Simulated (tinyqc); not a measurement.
Film and buried-oxide thickness from two coupling ratios.

Inverse problem. In a depleted film -dVT/dVb is k1 = Cs Cbox/(Cox (Cs + Cbox)) for a front channel and k2 = Cbox (Cox + Cs)/(Cox Cs) for a back channel, with Cox = eps0 eox/tox, Cs = eps0 eps_r/ts, Cbox = 3.9 eps0/tb. Find ts and tb.

Parameters, values chosen for the exercise; band and dielectric values close to those of silicon: relative permittivity eps_r = 11.6; relative permittivity of the gate insulator (close to aluminium oxide) eox = 9.14; insulator thickness tox = 8.2 nm.

coupling ratios for a front and a back channel: 0.069917844  0.18982243

Answer. With y = Cox/Cs and z = Cox/Cbox, 1/k1 = y + z and k2 = (1 + y)/z, so y = (k2/k1 - 1)/(1 + k2); the thicknesses follow from y and z.

ts = 15.00 nm
tb = 45.00 nm

tinyqc, about 0.4 s, one thread, Intel Xeon 2.30GHz (shared host): `OMP_NUM_THREADS=1 python tinyqc.py 2190072 2190073 out.jsonl`
